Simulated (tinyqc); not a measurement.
Lattice vibrations of a chain, step by step. One step of it, computed by the program tinyqc.

Task: Frequencies. omega^2 are the eigenvalues; wavenumber = 521.4708 sqrt(eigenvalue) 1/cm.

D(q) (eV/(angstrom^2 u)):
```
[[0.348548, -0.084576, 0.000000, 0.362827+0.499388i],
 [-0.084576, 0.502304, -0.333434, 0.000000],
 [0.000000, -0.333434, 0.569593, -0.634107],
 [0.362827-0.499388i, 0.000000, -0.634107, 2.746193]]
```

Give: eigenvalues; wavenumbers; weights |e|^2 of the mass-weighted modes.

Result:

eigenvalues: [0.059, 0.236, 0.820, 3.051]

wavenumbers (1/cm): [127.1, 253.3, 472.2, 910.9]

weights |e|^2 of the mass-weighted modes, order atom 1, atom 2, atom 3, atom 4:
```
[[0.324, 0.562, 0.067, 0.046],
 [0.213, 0.269, 0.517, 0.001],
 [0.389, 0.152, 0.399, 0.060],
 [0.074, 0.017, 0.017, 0.893]]
```
